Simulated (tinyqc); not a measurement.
Parabolic against non-parabolic filling: Fermi-Dirac statistics of conduction electrons.

Non-parabolic band E (1 + alpha E) = c k^2/m: n = Nc (2/sqrt(pi)) integral_0^infinity sqrt(x (1 + a x)) (1 + 2 a x) dx/(1 + exp(x - eta)) with a = alpha kT and eta = (EF - Ec)/kT; a = 0 gives n = Nc F_1/2(eta).

Constants: hbar^2/2m0 = 3.80998211 eV angstrom^2; kB = 8.617333262e-05 eV/K.

Inputs chosen for the exercise (out of a larger set: near those of GaN, lowest valleys alone; not measured data):
```
symbol  value  unit  meaning
m       0.198  m0    density-of-states mass of the conduction band
T       300    K
alpha   0.19   1/eV  non-parabolicity
```

N = 2 (m kB T/(4 pi c))^(3/2) with c = hbar^2/2m0, in 1/angstrom^3; times 1e24 for 1/cm^3. k_F = (3 pi^2 n)^(1/3) and the energy E0 that solves E (1 + alpha E) = c k_F^2/m give the limit of zero temperature.

EF - Ec (meV):
```
n (1/cm^3)  parabolic  non-parabolic  non-parabolic, 0 K
2.0e+17         -61.3          -61.8                 6.3
9.0e+17         -19.5          -20.1                17.1
1.0e+19          78.1           76.1                84.1
3.0e+19         174.6          168.4               172.2
1.0e+20         395.4          368.7               370.7
```

Give the missing row, n (1/cm^3) = 3.0e+18.

Computed row:
```
n (1/cm^3)  parabolic  non-parabolic  non-parabolic, 0 K
3.0e+18          20.1           19.2                38.0
```

Non-parabolicity lowers EF by 0.5 meV at the lowest density and by 26.7 meV at the highest, where alpha (EF - Ec) = 0.07. Temperature lowers EF below its 0 K value by 68.1 meV at the lowest density and by 2.0 meV at the highest. EF enters the band between 9e+17 and 3e+18 1/cm^3.

Computed by tinyqc, a small Python program: `OMP_NUM_THREADS=1 python tinyqc.py 1680152 1680153 out.jsonl` (the numbers bound the seed that draws the inputs); one thread of a shared host (Intel(R) Xeon(R) Processor @ 2.30GHz), about 0.01 s for the whole set of steps.
